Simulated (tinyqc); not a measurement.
## Composition from the perpendicular lattice constant

Inverse problem. The layer is x parts of the first compound and 1 - x of the second, grown coherently on the second as substrate and barrier. Rows of the table: lattice constant a, average valence level Ea on an absolute scale, spin-orbit splitting so, gaps at Gamma, X and L, hydrostatic deformation potentials av and ac (Gamma), shear potential b, elastic constants, electron and heavy-hole (along z) masses. All are interpolated linearly in x; gaps get -C x (1 - x), taken wholly in the conduction band; real line-ups can differ from this model by 0.1 eV or more. In-plane strain e = (a_substrate - a)/a, e_z = -2 (c12/c11) e, volume change 2 e + e_z. X-ray diffraction gives a_z = a (1 + e_z) of the coherent layer. Find x, e and the relaxed Gamma gap.

Parameters, values chosen for the exercise: bowing of the Gamma gap CG = 0.477 eV; bowing of the X gap CX = 1.4 eV; bowing of the L gap CL = 0.33 eV.

Binary compounds, values chosen for the exercise:

|  | close to InAs | close to GaAs |
|---|---|---|
| a (angstrom) | 6.058 | 5.653 |
| Ea (eV) | -6.67 | -6.92 |
| so (eV) | 0.382 | 0.344 |
| EG (eV) | 0.349 | 1.44 |
| EX (eV) | 1.38 | 1.88 |
| EL (eV) | 1.07 | 1.7 |
| av (eV) | 0.996 | 1.14 |
| ac (eV) | -5.01 | -7.12 |
| b (eV) | -1.82 | -1.7 |
| c11 (GPa) | 83.6 | 118 |
| c12 (GPa) | 45.6 | 53.2 |
| me (m0) | 0.0228 | 0.0677 |
| mh (m0) | 0.326 | 0.353 |

lattice constant along the growth direction = 5.76980539 angstrom

Solution. a_z changes steadily with x, about (1 + 2 c12/c11) times as fast as the relaxed lattice constant, so one composition matches.

x = 0.1500
e = -1.063 %
relaxed Gamma gap = 1.216 eV

Computed by the program tinyqc: `OMP_NUM_THREADS=1 python tinyqc.py 2690093 2690094 out.jsonl`, one thread of a shared Intel Xeon 2.30GHz, about 0.01 s for the whole run.
